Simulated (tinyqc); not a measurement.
# Chip with leakage that grows with temperature, electro-thermal loop and runaway: effect of the thermal resistance

One temperature T for the device, T = T0 + Rth P(T), with P(T) = Pd + Pl (T/300 K)^2 exp[(q Ea/kB)(1/(300 K) - 1/T)]. The loop gain is Rth dP/dT; a solution is thermally stable when it is below one.

P'(T) = (P - Pd)(2/T + q Ea/(kB T^2)), G = Rth P'. T is the lowest solution and Tu the next, unstable one.

Inputs (values chosen for the exercise):
```
symbol    value  unit                                  meaning
T0          320     K                      ambient temperature
Pd         0.61     W  temperature-independent switching power
Pl      0.00696     W                   leakage power at 300 K
Ea         0.35    eV         activation energy of the leakage
```

Constants: q = 1.602176634e-19 C, kB = 1.380649e-23 J/K. Results are converted to the units shown.

Effect of the thermal resistance:

| Rth (K/W) | T (K) | P (W) | G | Tu (K) |
|---|---|---|---|---|
| 27 | 337.54 | 0.64972 | 0.044582 | 524.21 |
| 32.6 | 341.40 | 0.65656 | 0.061777 | 508.81 |
| 39.3 | 346.19 | 0.66643 | 0.087968 | 493.49 |
| 47.4 | 352.31 | 0.68165 | 0.13042 | 477.73 |
| 57.1 | 360.37 | 0.70702 | 0.20401 | 461.02 |
| 68.9 | 372.25 | 0.75832 | 0.35445 | 441.38 |

As Rth goes from 27 to 68.9 K/W, T rises from 337.5 to 372.2 K, the power rises from 0.650 to 0.758 W and the loop gain rises from 0.0446 to 0.354. The gap between the stable and unstable solutions goes from 187 to 69.1 K. At Rth = 83.1 K/W no solution is left within 900 K of T0: thermal runaway.

Program tinyqc, `OMP_NUM_THREADS=1 python tinyqc.py 2520008 2520009 out.jsonl`; Intel Xeon 2.30GHz, shared host, one thread, about 0.01 s.
